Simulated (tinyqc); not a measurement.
# Worked calculation: front-illuminated p-i-n photodiode, quantum efficiency and bandwidth

Numbers from tinyqc (`OMP_NUM_THREADS=1 python tinyqc.py 2250108 2250109 out.jsonl`; about 0.01 s on one thread of a shared Intel Xeon 2.30GHz). Printed values are rounded.

Light enters through a p layer (0 to xp), a depleted layer (xp to xp + wi) and a thick n substrate, decaying as exp(-al x); one pass, no back reflection. Carriers made in the depleted layer are all collected; those in the neutral layers diffuse.

Values chosen for this exercise; values close to those of In0.53Ga0.47As at this wavelength: wavelength lam = 1550 nm; absorption coefficient al = 7190 1/cm; reflectance of the front face Rf = 0.05; relative permittivity eps_r = 13.7; thickness of the front p layer xp = 0.21 um; thickness of the depleted layer wi = 1.3 um; electron diffusion coefficient in the p layer Dn = 60 cm^2/s; electron diffusion length in the p layer Ln = 3.1 um; recombination velocity of the front surface S = 1e5 cm/s; hole diffusion length in the thick n substrate Lp = 6.2 um; electron drift velocity ve = 7.17e6 cm/s; hole drift velocity vh = 4.86e6 cm/s; diameter dia = 120 um; load resistance RL = 50 ohm; parasitic capacitance Cp = 20 fF; modulation frequency f = 16 GHz.

Constants: q = 1.602176634e-19 C, h = 6.62607015e-34 J s, c = 299792458 m/s, eps0 = 8.8541878128e-14 F/cm where lengths are in cm. Results are converted to the units shown.

## Quantum efficiency

k = al Ln, s = S Ln/Dn, e = exp(-al xp); front layer f1 = (k/(k^2 - 1)) {[s + k - e (s cosh(xp/Ln) + sinh(xp/Ln))]/[s sinh(xp/Ln) + cosh(xp/Ln)] - k e}; depleted layer f2 = e (1 - exp(-al wi)); substrate f3 = e exp(-al wi) al Lp/(1 + al Lp); external efficiency (1 - Rf)(f1 + f2 + f3); responsivity = efficiency q lam/(h c).

s = 0.516667
f1 = 0.137507
f2 = 0.522188
f3 = 0.275800
external efficiency = 0.888719
responsivity = 1.11104 A/W

The front layer absorbs 14.0 % of the light that enters and collects 98.1 % of that. Diffusion from the neutral layers makes up 44.2 % of the current.

## Response at one frequency

Drift response for pairs made in the depleted layer, a = al wi, g = 1 - exp(-a), u = 2 pi i f, te = wi/ve, th = wi/vh: electrons He = [g - a (exp(-a) - exp(-u te))/(u te - a)]/(u te g), holes Hh = [g - a (1 - exp(-a - u th))/(a + u th)]/(u th g); C = eps0 eps_r pi (dia/2)^2/wi + Cp; total |He + Hh|/sqrt(1 + (2 pi f RL C)^2), for the current of the depleted layer alone.

te = 18.1311 ps
th = 26.7490 ps
He = 0.417641-0.314158i
Hh = 0.245635-0.249948i
|He + Hh| = 0.870719
C = 1075.31 fF
total response = 0.158405

The drift response alone falls to 1/sqrt(2) at 25.4 GHz and the RC term alone at 2.96 GHz; together they give 2.93 GHz for this part of the current; the diffusion currents, left out, respond on their own time scales.
